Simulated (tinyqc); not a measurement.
Both saturation currents from two open-circuit voltages.

Question. Without shunt, at open circuit JL = J01 (exp(Voc/Vt) - 1) + J02 (exp(Voc/(2 Vt)) - 1). Find J01, J02 and the mean ideality (Voc2 - Voc1)/(Vt ln(JL2/JL1)).

Values chosen for this exercise:
- T = 298.15 K (temperature)

Constants: q = 1.602176634e-19 C, kB = 1.380649e-23 J/K, Vt = kB T/q. Results are converted to the units shown.

photocurrents (mA/cm^2): [26.5, 1.325]
Voc (V): [1.0855703, 0.99148878]

Answer. The relation is linear in J01 and J02, so two light levels give two equations; series resistance plays no part at open circuit.

J01 = 9.700e-21 A/cm^2
J02 = 3.200e-12 A/cm^2
mean ideality = 1.222

tinyqc, about 0.01 s, one thread, Intel Xeon 2.30GHz (shared host): `OMP_NUM_THREADS=1 python tinyqc.py 2280008 2280009 out.jsonl`
